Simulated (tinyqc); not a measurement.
Liquidus of a compound AB in a simple-solution melt, liquid-phase epitaxy and vapour pressures: one step, computed by the program tinyqc.

x is the atom fraction of B in the melt. The melt is a simple solution: R T ln gamma_B = W (1 - x)^2, R T ln gamma_A = W x^2, W = a + b T. The solid AB is stoichiometric.

Question. Vapour pressures and congruent evaporation. Liquidus (Vieland): f(x) = R T ln[4 x (1 - x)] + 2 W (1/2 - x)^2 + S_F (T_F - T) = 0. Over the A-rich liquidus: p_A = gamma_A (1 - x) exp(S_A/R - H_A/(R T)), p_B2 = [gamma_B x exp(S_B/R - H_B/(R T))]^2, in bar. Free evaporation is congruent while the A flux over this liquidus is at least the B flux; with A and B2 taken as equal in mass for the estimate, T_c solves p_A = 2 p_B2.

Inputs (values chosen for the exercise, for a model compound):
```
quantity                                 value       unit
melting point T_F                         1502          K
entropy of fusion S_F                     72.1  J/(mol K)
interaction a                             25.8     kJ/mol
interaction slope b                      -29.9  J/(mol K)
saturation temperature T                   929          K
heat of evaporation of A                   268     kJ/mol
entropy of evaporation of A                109  J/(mol K)
heat of evaporation of B as (1/2) B2      83.4     kJ/mol
entropy of evaporation of B as (1/2) B2   61.5  J/(mol K)
```

Constants: R = 8.314462618 J/(mol K).

Give: log10 p_A; log10 p_B2; congruent temperature T_c.

Answer.

log10 p_A = -9.3756

log10 p_B2 = -8.9135

congruent temperature T_c = 807.00 K

T is above T_c: in vacuum B leaves faster and droplets of A form unless a B flux is supplied.
